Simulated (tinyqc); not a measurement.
Activation against anneal temperature: dopants and charged point defects at anneal temperature: Fermi-level effect, clustering and pairing. Computed by tinyqc, a small Python program. Command: `OMP_NUM_THREADS=1 python tinyqc.py 3013288 3013289 out.jsonl pairing walk`. One thread of a shared host (Intel(R) Xeon(R) Processor @ 2.30GHz), about 0.02 s of CPU time with the checks.

Boltzmann statistics and full ionisation of active dopants. Energies are counted from the valence band; the defect (a vacancy or self-interstitial) has five charge states, with all degeneracy factors one.

Inputs (values chosen for the exercise, with bands modelled on silicon):
```
quantity                       value   unit
gap at 0 K E_g0                 1.19     eV
Varshni alpha               0.000481   eV/K
Varshni beta                     653      K
electron mass m_e              0.316    m_0
valleys M_c                        6      -
hole mass m_h                  0.781    m_0
anneal temperature T             960      K
total dopant density N       1.6e+19  cm^-3
site density N_s             4.3e+22  cm^-3
dopant atoms per cluster k         2      -
cluster binding energy E_b     0.781     eV
```

Dopant: acceptor. Second part: clustering of the dopant.

Constants: m_0 = 9.1093837015e-31 kg; k_B = 1.380649e-23 J/K; h = 6.62607015e-34 J s; k_B = 8.617333262e-05 eV/K.

Method:
- E_g = E_g0 - alpha T^2/(T + beta).
- N_c = 2 M_c (2 pi m_e k_B T/h^2)^(3/2) and N_v = 2 (2 pi m_h k_B T/h^2)^(3/2), masses in units of m_0.
- n_i = sqrt(N_c N_v) exp(-E_g/2 k_B T); E_i = E_g/2 + (k_B T/2) ln(N_v/N_c).
- p = A/2 + sqrt(A^2/4 + n_i^2) for an active density A.
- k ionised dopants and k carriers form one neutral cluster: C = N_s (A/N_s)^k (p/N_b)^k exp(E_b/k_B T), N_b the effective density of states of the majority band, and N = A + k C (60 bisections in ln A between ln N - 90 and ln N).

Equilibrium activation:
```
T (K)  n_i (cm^-3)  active A (cm^-3)  clusters C (cm^-3)  active share
580     1.4534e+15        3.1462e+18          6.4269e+18       0.19664
670     9.8748e+15        5.6169e+18          5.1915e+18       0.35106
770     5.1103e+16        8.8203e+18          3.5898e+18       0.55127
860     1.6638e+17        1.1561e+19          2.2196e+18       0.72255
960     4.8797e+17        1.3821e+19          1.0896e+18       0.86380
1060    1.1920e+18        1.5055e+19          4.7238e+17       0.94095
1150    2.3649e+18        1.5554e+19          2.2293e+17       0.97213
```

What does the comparison show, and why?

The active share goes from 0.197 at 580 K to 0.972 at 1150 K, so a layer activated by a hot, short anneal is metastable and deactivates in later, cooler steps if the dopant can move.
